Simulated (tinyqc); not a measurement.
# Voltage acceleration of oxide breakdown, four models on the same data, step by step

tinyqc, about 0.01 s, one thread, Intel Xeon 2.30GHz (shared host): `OMP_NUM_THREADS=1 python tinyqc.py 2070040 2070041 out.jsonl` Printed values are rounded.

Field E = V/tox in MV/cm. Models: ln(t63/1 s) = a - c X with X = E (E model), -1/E (1/E model), ln V (power law, c the exponent n) or sqrt(E).

Inputs (values chosen for the exercise):
```
symbol,value,unit,meaning
tox,6.8,nm,oxide thickness
Vu,3.3,V,use voltage
Ts,398,K,stress temperature
Tu,378,K,use temperature
Ea,0.75,eV,activation energy
ks,0.00097,,factor for area and percentile
```

Constants: q = 1.602176634e-19 C, kB = 1.380649e-23 J/K. Results are converted to the units shown.

Range of the model: All four laws are empirical fits; none is established far below the stress range.

## Fitting the models

| stress | V (V) | t63 (s) |
|---|---|---|
| 0 | 5.29 | 1.332e6 |
| 1 | 6.48 | 2100 |
| 2 | 7.69 | 9.075 |

The three stress times were made with the power model, c = 31.8, and are treated as data. For each model fit ln t63 on X by least squares over the three points.

| model | c | a | largest misfit in ln t63 (0: below 0.002) |
|---|---|---|---|
| E | 3.369851 | 40.13154 | 0.3691478 |
| 1/E | 294.9497 | -23.66321 | 0.3613878 |
| power | 31.80057 | 67.07613 | 0.0000000 |
| sqrt E | 20.74904 | 71.88589 | 0.1844350 |

The worst misfit of any model is 0.37 in ln t63, a factor of 1.45 in time, comparable to the scatter of t63 from small samples, so such data hardly tell the models apart.

## Projection to use conditions

Project to Vu, multiply by exp[(Ea q/kB)(1/Tu - 1/Ts)] and by ks; ten years are 3.15576e8 s. The largest voltage for ten years solves the same relation for V.

temperature factor = 3.180464

| model | lifetime (years) | largest voltage for ten years (V) |
|---|---|---|
| E | 2.073708 | 2.982536 |
| 1/E | 1.284390e6 | 4.091985 |
| power | 428.4636 | 3.713907 |
| sqrt E | 22.83968 | 3.420333 |

The lifetimes span 5.79 decades, from the E model (most cautious) to the 1/E model; the allowed voltage spans 2.98 to 4.09 V. 3 of the four models pass ten years at Vu. Lifetimes beyond a thousand years are formal extrapolations.
